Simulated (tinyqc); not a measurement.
RHF in the 6-31g basis, for He, spin multiplicity 1, step by step. One step of it, computed by the program tinyqc.

Task: Iteration 3: DIIS coefficients. Solve [B -1; -1 0][c; lambda] = [0; -1] for the coefficients, which sum to one.

B (overlaps of the stored error matrices):
```
                1               2               3
1   2.0922792e-01  -7.2285515e-02  -1.5600630e-02
2  -7.2285515e-02   2.4973701e-02   5.3898139e-03
3  -1.5600630e-02   5.3898139e-03   1.1632274e-03
```

Give: DIIS coefficients.

Result:

DIIS coefficients: 0.1794  0.4362  0.3845
